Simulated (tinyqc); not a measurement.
Raising U: Hubbard chain of 2 sites, mean field against exact. Computed by the program tinyqc. Collinear unrestricted mean field (the lowest of 40 random starts) against exact diagonalisation.

one-body matrix (hopping and site energies) (eV):
```
         1        2
1   0.0000  -1.8900
2  -1.8900   0.0000
```

electrons, up and down: 1  1

Exact and mean-field results (eV):

| U | U/t | E exact | E mean field | mean \|n_up - n_down\| | double occupancy, exact | first gap in the sector |
|---|---|---|---|---|---|---|
| 0.9400 | 0.4974 | -3.339108 | -3.310000 | 0.0000 | 0.2192 | 3.3391 |
| 1.8900 | 1.0000 | -2.951335 | -2.835000 | 0.0000 | 0.1894 | 2.9513 |
| 3.7800 | 2.0000 | -2.336168 | -1.890000 | 0.0005 | 0.1382 | 2.3362 |
| 5.6700 | 3.0000 | -1.890000 | -1.260000 | 0.7454 | 0.1000 | 1.8900 |
| 7.5600 | 4.0000 | -1.565727 | -0.945000 | 0.8660 | 0.0732 | 1.5657 |
| 11.3400 | 6.0000 | -1.144492 | -0.630000 | 0.9428 | 0.0420 | 1.1445 |
| 15.1200 | 8.0000 | -0.892337 | -0.472500 | 0.9682 | 0.0264 | 0.8923 |
| 22.6800 | 12.0000 | -0.613410 | -0.315000 | 0.9860 | 0.0128 | 0.6134 |
| 37.8000 | 20.0000 | -0.374294 | -0.189000 | 0.9950 | 0.0049 | 0.3743 |

What does the comparison show, and why?

In absolute terms mean field is worst at U/t = 3.0, 0.630 eV too high: at small U it is nearly exact, and at large U it misses only exchange-scale energies. For the symmetric dimer the instability lies at U = 2t. Its local moments set in at U/t = 3.0 of those listed, a broken symmetry that the exact state of a finite cluster with equal spins does not have. Relative to the exact energy its error is 0.9 % at the smallest U, 50 % at most and 50 % at the largest. The double occupancy falls from 0.219 to 0.005; at the largest U the first gap is 0.99 times the exchange scale 4t^2/U.
